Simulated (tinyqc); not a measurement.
Circular transfer-length structure: one step of the calculation.

A disc contact of radius r0 and a very wide ring contact from r1 = r0 + sp outwards lie on a thin layer; the metal has no resistance and the sheet resistance under the contacts equals Rsh.

Problem. The large-radius form. Transfer length Lt = sqrt(rc/Rsh). R = (Rsh/2 pi) [(Lt/r0) I0(r0/Lt)/I1(r0/Lt) + ln(r1/r0) + (Lt/r1) K0(r1/Lt)/K1(r1/Lt)] with modified Bessel functions; for r0 >> Lt both ratios tend to 1. Large radius: R = (Rsh/2 pi) [Lt (1/r0 + 1/r1) + ln(r1/r0)], and linearised for sp << r0: Rsh (sp + 2 Lt)/(2 pi r0).

Parameters, values chosen for the exercise: sheet resistance of the semiconductor layer Rsh = 1400 ohm/sq; specific contact resistivity rc = 8.9e-9 ohm cm^2; radius of the inner contact r0 = 0.67 um; gap between the contacts sp = 0.088 um.

Wanted: large-radius R; linearised R.

Solution.

large-radius R = 43.29 ohm
linearised R = 46.04 ohm

tinyqc, about 0.01 s, one thread, Intel Xeon 2.30GHz (shared host): `OMP_NUM_THREADS=1 python tinyqc.py 2760019 2760020 out.jsonl`
